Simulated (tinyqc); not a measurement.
A spin-degenerate level with charging energy between two leads, rate equations: two steps of the calculation.

States 0, up, down and 2 with energies 0, e1 - Ez/2, e1 + Ez/2 and 2 e1 + U. mu_L = +V/2, mu_R = -V/2 (meV), f(x) = 1/(1 + exp(x/kB T)). A transition that adds one electron of given spin at the energy E has the rate G f(E - mu) from each lead, and its reverse G [1 - f(E - mu)]. I counts electrons leaving the left lead, times q.

Parameters, values chosen for the exercise:

| symbol | value | unit | meaning |
|---|---|---|---|
| GL | 1 | 1/ns | tunnel rate to the left lead |
| GR | 0.18 | 1/ns | tunnel rate to the right lead |
| dt | 0.42 | ns | time step |

Question 1. Rate matrix. dp/dt = W p; W_ji is the rate from state i to j, and each column sums to zero.

```
transition	fL	fR (1e-4)
0-up	0.98897769	1.9190233
0-down	0.98897769	1.9190233
up-2	0.00242416	0.0000520
down-2	0.00242416	0.0000520
```

Find: W.

Answer 1.

W (1/ns):
```
	0	up	down	2
0	-1.9780	0.1910	0.1910	0.0000
up	0.9890	-0.1934	0.0000	1.1776
down	0.9890	0.0000	-0.1934	1.1776
2	0.0000	0.0024	0.0024	-2.3552
```

Question 2. Time step. Explicit Euler step: p(new) = p + dt W p.

W (1/ns):
```
	0	up	down	2
0	-1.9780245	0.1909878	0.1909878	0.0000000
up	0.9890122	-0.1934119	0.0000000	1.1775758
down	0.9890122	0.0000000	-0.1934119	1.1775758
2	0.0000000	0.0024242	0.0024242	-2.3551517
```

p after step 1: 0 0.16922972, up 0.41538514, down 0.41538514, 2 0.00000000

Give: p after step 2.

Answer 2.

p after step 2: 0 0.0953, up 0.4519, down 0.4519, 2 0.0008

Range of the model: Rate equations need hbar G well below kB T; cotunnelling and the Kondo effect are left out.

tinyqc, about 0.01 s, one thread, Intel Xeon 2.30GHz (shared host): `OMP_NUM_THREADS=1 python tinyqc.py 2780003 2780004 out.jsonl`
